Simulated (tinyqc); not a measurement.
First phase against the interface composition: thermodynamics of metal silicides: hull, first phase, silicon consumed, nucleation and stability against SiO2. Computed by tinyqc, a small Python program. Command: `OMP_NUM_THREADS=1 python tinyqc.py 3026064 3026065 out.jsonl silphase walk`. One thread of a shared host (Intel(R) Xeon(R) Processor @ 2.30GHz), about 0.01 s of CPU time with the checks.

Entropies of formation of the solids are neglected, so heats stand for free energies. Si fractions: M5Si3 0.3750, MSi 0.5000, MSi2 0.6667.

Inputs (values chosen for the exercise, of the order of those of titanium silicides for heats and volumes only): heat of formation of M5Si3 = -72.3 kJ/mol atoms; heat of formation of MSi = -67 kJ/mol atoms; heat of formation of MSi2 = -46.9 kJ/mol atoms.

Phases: M5Si3, MSi, MSi2.

Method. Effective heat of formation: at the interface the mixture has the Si fraction x_e; the limiting element scales the heat, H_eff = H x_e/x if x_e < x, H (1 - x_e)/(1 - x) otherwise. The rule names the most negative as the first phase; its restriction to congruently melting phases is left out here.

H_eff (kJ/mol atoms):
```
x_e,M5Si3,MSi,MSi2,first phase
0.10,-19.2800,-13.40,-7.035,M5Si3
0.20,-38.5600,-26.80,-14.070,M5Si3
0.30,-57.8400,-40.20,-21.105,M5Si3
0.36,-69.4080,-48.24,-25.326,M5Si3
0.42,-67.0944,-56.28,-29.547,M5Si3
0.48,-60.1536,-64.32,-33.768,MSi
0.54,-53.2128,-61.64,-37.989,MSi
0.60,-46.2720,-53.60,-42.210,MSi
0.66,-39.3312,-45.56,-46.431,MSi2
0.75,-28.9200,-33.50,-35.175,MSi2
```

Each phase is a triangle with its apex at its own composition. In order of x_e the first phase is M5Si3, then MSi, then MSi2. On either side of all three the ranking is that of H/x (Si-poor) or H/(1 - x) (Si-rich).
